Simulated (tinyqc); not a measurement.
# Band bending at a free surface with one surface level, surface photovoltage and Kelvin probe: effects of single changes

n-type bulk, xi = Ec - EF = Vt ln(Nc/Nd), p0 = ni^2/Nd, ni = sqrt(Nc Nv) exp(-Eg/(2 Vt)), Eg in volts. b is the upward band bending, u = b/Vt. Space charge per area, in units of q: Qc = sign(b) sqrt((2 eps0 eps_r Vt/q) [(Nd + dn)(exp(-u) - 1) + Nd u + (p0 + dn)(exp(u) - 1)]), with dn the excess density under light (flat quasi-Fermi levels; 0 in the dark). The level holds -Ns f, f = 1/(1 + exp((xi + b - Es)/Vt)). Neutrality: Qc + Qf + (charge of the states) = 0.

Values chosen for this exercise; band and dielectric values close to those of silicon:
- T = 300 K (temperature)
- Eg = 1.13 eV (band gap)
- eps_r = 11.7 (relative permittivity)
- Nc = 2.77e19 cm^-3 (conduction-band density of states at T)
- Nv = 2.7e19 cm^-3 (valence-band density of states at T)
- chi = 4.02 eV (electron affinity)
- Nd = 1.6e15 cm^-3 (donor density)
- Qf = 0 cm^-2 (fixed positive charge at the surface)
- pt = 4.86 eV (work function of the probe tip)
- Ns = 6.5e11 cm^-2 (density of an acceptor-like surface level)
- Es = 0.57 eV (its depth below the conduction edge)

Constants: q = 1.602176634e-19 C, kB = 1.380649e-23 J/K, Vt = kB T/q, eps0 = 8.8541878128e-14 F/cm where lengths are in cm. Results are converted to the units shown.

Each table varies one quantity; the others keep the values above.

## Pinning by the surface states

b solves the neutrality condition in the dark.

Result of one run:
```
Ns (cm^-2)	b (V)	xi + b (eV)	Qc (cm^-2)
2.4e10	0.049944	0.30224	2.3999e10
```

What becomes of these results when the density of an acceptor-like surface level Ns is changed from 2.4e10 to 2.9e13 cm^-2, all else the same?

Result of the changed run:
```
Ns (cm^-2)	b (V)	xi + b (eV)	Qc (cm^-2)
2.9e13	0.46542	0.71772	9.5373e10
```

The whole series:
```
Ns (cm^-2)	b (V)	xi + b (eV)	Qc (cm^-2)
2.4e10	0.049944	0.30224	2.3999e10
6.7e10	0.22928	0.48158	6.4878e10
1.8e11	0.32430	0.57660	7.8582e10
5.1e11	0.35999	0.61229	8.3148e10
1.4e12	0.38801	0.64030	8.6564e10
3.9e12	0.41463	0.66692	8.9689e10
1.1e13	0.44097	0.69326	9.2679e10
2.9e13	0.46542	0.71772	9.5373e10
8.1e13	0.49129	0.74358	9.8148e10
```

b rises from 0.0499 to 0.491 V. The level is over 95 % full (Qc near Ns - Qf) in the 2 rows with xi + b more than 3 Vt short of Es = 0.57 eV. Beyond that it empties, and between the last two rows b gains only 58.0 mV a decade.

## Kelvin-probe contrast of the doping

Same model as above.

Work function chi + xi + b; contact potential difference CPD = (work function of the sample) - pt.

Results:
```
Nd (cm^-3)	xi (eV)	b (V)	CPD (mV)
1.4e14	0.3153	0.3392	-185.5
2.1e15	0.2453	0.3698	-224.9
8.3e15	0.2097	0.3821	-248.2
3.3e16	0.1741	0.3852	-280.7
1.3e17	0.1386	0.2759	-425.4
5e17	0.1038	0.09041	-645.8
1.9e18	0.06927	0.03683	-733.9
```

Estimate the missing row, Nd = 5.5e14 cm^-3.

Computed row:
```
Nd (cm^-3)	xi (eV)	b (V)	CPD (mV)
5.5e14	0.2799	0.3552	-204.9
```

With this row back in the table: xi falls by 246 mV over the table and the CPD by 548 mV; b goes from 0.339 through a maximum of 0.385 (at Nd = 3.3e16 cm^-3 among the rows listed) to 0.0368 V. Between the first two rows the CPD follows 54.7 % of the change of xi, and between the last two 255 %. It is below 100 % where b rises with the doping (pinning hides it). It exceeds 100 % where b falls as the doping rises.

Numbers from tinyqc (`OMP_NUM_THREADS=1 python tinyqc.py 2430005 2430006 out.jsonl`; about 0.01 s on one thread of a shared Intel Xeon 2.30GHz).
